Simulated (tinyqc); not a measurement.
Electron continuity equation in a given potential, Scharfetter-Gummel discretisation: one step of the calculation.

Steady state in one dimension: J = q mu n E + q D dn/dx with E = -dpsi/dx and D = mu Vt, dJ/dx = q (n/tau - G), fixed densities nL and nR at the ends. The potential is given, psi = U x/L, and is not changed by the electrons.

Question. Tridiagonal system for the inner nodes. Row i (1 to 9): B(-d_(i-1)) n_(i-1) + b_i n_i + B(d_i) n_(i+1) = f_i with b_i = -B(-d_i) - B(d_(i-1)) - h^2/(D tau) and f_i = -G h^2/D; the known end values are moved to the right: f_1 loses B(-d_0) nL and f_9 loses B(d_9) nR. h = L/10, D = mu Vt.

Values chosen for this exercise; mobility close to that of gallium phosphide at room temperature:
- T = 300 K (temperature)
- mu = 253 cm^2/(V s) (electron mobility)
- L = 1.6 um (length of the region)
- nL = 5.7e12 cm^-3 (density at x = 0)
- nR = 1.4e12 cm^-3 (density at x = L)
- tau = 8.2e-10 s (lifetime)
- G = 0 cm^-3 s^-1 (uniform generation rate)

Constants: q = 1.602176634e-19 C, kB = 1.380649e-23 J/K, Vt = kB T/q. Results are converted to the units shown.

```
interval     B(d_i)     B(-d_i)
0         3.1381278  0.15963479
1         3.1381278  0.15963479
2         3.1381278  0.15963479
3         3.1381278  0.15963479
4         3.1381278  0.15963479
5         3.1381278  0.15963479
6         3.1381278  0.15963479
7         3.1381278  0.15963479
8         3.1381278  0.15963479
9         3.1381278  0.15963479
```

Give: diagonal b; right side f.

Answer.

```
node  diagonal b  right side f (cm^-3)
1        -3.3455            -9.0992e11
2        -3.3455                     0
3        -3.3455                     0
4        -3.3455                     0
5        -3.3455                     0
6        -3.3455                     0
7        -3.3455                     0
8        -3.3455                     0
9        -3.3455            -4.3934e12
```

tinyqc, about 0.01 s, one thread, Intel Xeon 2.30GHz (shared host): `OMP_NUM_THREADS=1 python tinyqc.py 2220034 2220035 out.jsonl`
